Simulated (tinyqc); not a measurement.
Quarter-wave Bragg mirror and the threshold of a vertical cavity: two steps of the calculation.

N pairs of lossless layers, each a quarter wave thick at lam, in the order nL, nH from the incident medium n0 to the exit medium ns; normal incidence, no dispersion. At wavelength lam + dw each layer has the phase d = (pi/2) lam/(lam + dw) and the matrix [[cos d, i sin d/n], [i n sin d, cos d]].

Parameters, values chosen for the exercise; indices close to those of AlGaAs of two compositions:
```
symbol,value,unit,meaning
lam,850,nm,design wavelength
nH,3.486,,high index
nL,3.078,,low index
N,22,,number of pairs
n0,3.509,,index of the incident medium
ns,3.528,,index of the exit medium
Tb,0.013,%,transmission of the back mirror
Lc,2.5,wavelengths,optical thickness of the cavity
ai,8,1/cm,internal loss
da,30,nm,total thickness of the wells
Gr,1.83,,standing-wave enhancement
```

Question 1. Thicknesses, peak reflectance and stop band. At the design wavelength Y = ns (nL/nH)^(2 N), T0 = 4 n0 Y/(n0 + Y)^2; stop band, to first order in its width, (4 lam/pi) arcsin((nH - nL)/(nH + nL)); layer thicknesses lam/(4 n).

Find: thickness of the high-index layer; thickness of the low-index layer; Y; T0; stop band.

Answer 1.

thickness of the high-index layer = 60.958 nm
thickness of the low-index layer = 69.038 nm
Y = 0.014755
T0 = 1.6679 %
stop band = 67.313 nm

Each further pair divides T0 by about (nH/nL)^2 = 1.28.

Question 2. Threshold gain with this stack as output mirror. Penetration depth Lp = lam/(4 (nH - nL)), Leff = Lc lam/nH + 2 Lp, mirror loss per pass m = -ln[(1 - T0)(1 - Tb)]/2, threshold gain (ai Leff + m)/(Gr da), share of the light through this mirror (T0/2)/(ai Leff + m).

T0 = 1.6679182 %

Give: Lp; Leff; m; threshold gain; output share.

Answer 2.

Lp = 520.8 nm
Leff = 1651 nm
m = 0.008475
threshold gain = 1784 1/cm
output share = 0.8513

Numbers from tinyqc (`OMP_NUM_THREADS=1 python tinyqc.py 2650126 2650127 out.jsonl`; about 0.01 s on one thread of a shared Intel Xeon 2.30GHz).
